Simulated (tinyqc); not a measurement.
Esaki diode in forward bias, two-band WKB: two steps of the calculation.

Abrupt p-n junction, depletion approximation. Energies E are counted from the conduction-band edge of the neutral n side; its Fermi level lies at dn, that of the p side at dn - V, and the valence-band edge of the neutral p side at Em = dn + dp - V. Tunnelling needs 0 < E < Em. Two-band dispersion with equal masses m: inside the gap kappa = sqrt(m u (1 - u/Eg)/C), u the distance from a band edge, C = hbar^2/(2 m0).

Parameters, values chosen for the exercise; band and dielectric values those of a made-up semiconductor: temperature T = 300 K; band gap Eg = 0.506 eV; conduction-band density of states at 300 K Nc = 1.06e19 cm^-3; valence-band density of states at 300 K Nv = 6.64e18 cm^-3; band-edge mass of the two-band model m = 0.15 m0; acceptor density Na = 3.2e19 cm^-3; donor density Nd = 1.3e19 cm^-3; bias of the p side V = 0.018 V; points of the energy grid nE = 11.

Constants: q = 1.602176634e-19 C, kB = 1.380649e-23 J/K, hbar = 1.054571817e-34 J s, h = 6.62607015e-34 J s, m0 = 9.1093837015e-31 kg, Vt = kB T/q, hbar^2/(2 m0) = 0.0380998212 eV nm^2. Results are converted to the units shown.

Question 1. Fermi levels and built-in voltage. Nd = Nc F12(dn/Vt), Na = Nv F12(dp/Vt), F12(x) = (2/sqrt(pi)) int_0^infinity sqrt(u)/(1 + exp(u - x)) du; dn = EF - Ec on the n side, dp = Ev - EF on the p side (negative outside the bands); Vbi = Eg + dn + dp.

Wanted: dn; dp; Vbi.

Answer 1.

dn = 0.016300 eV
dp = 0.082106 eV
Vbi = 0.60441 V

Boltzmann statistics would give dn = 0.00528 eV and dp = 0.0407 eV. At zero bias the bands of the two sides overlap by dn + dp.

Question 2. Current density on a coarse grid. J = KJ exp(-S) Eb times the integral from 0 to Em of [f(E - dn) - f(E - dn + V)] [1 - exp(-min(E, Em - E)/Eb)] dE, f(x) = 1/(1 + exp(x/Vt)), with S and Eb from the mean field; J > 0 flows from p to n. KJ = (2 q^2/h) m/(4 pi C) (times 1e14 for A/cm^2 per eV^2). Simpson's rule on nE equally spaced points from 0 to Em.

dn = 0.016300129 eV
dp = 0.082105960 eV
S = 9.4087923
Eb = 13.444871 meV

Wanted: E; difference of the f; transverse factor; integral; KJ; J.

Answer 2.

| point | E (eV) | difference of the f | transverse factor |
|---|---|---|---|
| 0 | 0.000000 | 0.16904 | 0.00000 |
| 1 | 0.008041 | 0.17230 | 0.45011 |
| 2 | 0.016081 | 0.16760 | 0.69762 |
| 3 | 0.024122 | 0.15576 | 0.83373 |
| 4 | 0.032162 | 0.13873 | 0.90857 |
| 5 | 0.040203 | 0.11894 | 0.94972 |
| 6 | 0.048244 | 0.09866 | 0.90857 |
| 7 | 0.056284 | 0.07961 | 0.83373 |
| 8 | 0.064325 | 0.06281 | 0.69762 |
| 9 | 0.072365 | 0.04868 | 0.45011 |
| 10 | 0.080406 | 0.03721 | 0.00000 |

integral = 0.0063989 eV
KJ = 2.4275e9 A/(cm^2 eV^2)
J = 17.125 A/cm^2

Range of the model: Parabolic densities of states, no band tails and no gap narrowing, all of which matter at such doping.

Numbers from tinyqc (`OMP_NUM_THREADS=1 python tinyqc.py 2620053 2620054 out.jsonl`; about 0.01 s on one thread of a shared Intel Xeon 2.30GHz).
